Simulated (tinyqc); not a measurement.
Special k points of the square lattice: one step. Which stars the mesh integrates. Two cases, with inputs chosen for the exercise.

Question. Lattice vectors in units of a: a1 = (1, 0), a2 = (0, 1); f are fractions of the reciprocal vectors. Evaluate the first six A_m at each irreducible point (k . R = 2 pi sum f_i n_i) and form the weighted means.

A_m(k) = sum over the m-th star of lattice vectors R of cos(k . R), stars in order of length: m = 1: |R|^2 = 1, 4 vectors, such as (1, 0) in the basis a_i; m = 2: |R|^2 = 2, 4 vectors, such as (1, 1) in the basis a_i; m = 3: |R|^2 = 4, 4 vectors, such as (2, 0) in the basis a_i; m = 4: |R|^2 = 5, 8 vectors, such as (2, 1) in the basis a_i; m = 5: |R|^2 = 8, 4 vectors, such as (2, 2) in the basis a_i; m = 6: |R|^2 = 9, 4 vectors, such as (3, 0) in the basis a_i. The zone mean of every A_m is zero.

Give: A_m at the points; weighted means.

Case 1.

Irreducible points:
```
f1,f2,weight
0.000000,0.000000,1
0.000000,0.333333,4
0.333333,0.333333,4
```

Answer.

A_m at the points:
```
,m=1,m=2,m=3,m=4,m=5,m=6
1,4.000,4.000,4.000,8.000,4.000,4.000
2,1.000,-2.000,1.000,-4.000,-2.000,4.000
3,-2.000,1.000,-2.000,2.000,1.000,4.000
```

weighted means: m=1 0.000, m=2 0.000, m=3 0.000, m=4 0.000, m=5 0.000, m=6 4.000

The first star with a non-zero mean is m = 6 (|R|^2 = 9, mean +4.000): it holds vectors of the N-fold supercell, which the mesh cannot tell from R = 0.

Case 2.

Irreducible points:
```
f1,f2,weight
0.000000,0.000000,1
0.000000,0.250000,4
0.000000,0.500000,2
0.250000,0.250000,4
0.250000,0.500000,4
0.500000,0.500000,1
```

Answer.

A_m at the points:
```
,m=1,m=2,m=3,m=4,m=5,m=6
1,4.000,4.000,4.000,8.000,4.000,4.000
2,2.000,0.000,0.000,-4.000,-4.000,2.000
3,0.000,-4.000,4.000,0.000,4.000,0.000
4,0.000,0.000,-4.000,0.000,4.000,0.000
5,-2.000,0.000,0.000,4.000,-4.000,-2.000
6,-4.000,4.000,4.000,-8.000,4.000,-4.000
```

weighted means: m=1 0.000, m=2 0.000, m=3 0.000, m=4 0.000, m=5 0.000, m=6 0.000

All six means vanish: the mesh is exact for functions whose Fourier series ends within these stars.

Computed by tinyqc, one run a case: `OMP_NUM_THREADS=1 python tinyqc.py N N+1 out.jsonl` with N = 1651168, 1651424; one thread of a shared Intel(R) Xeon(R) Processor @ 2.30GHz, about 0.1 s a run at most.
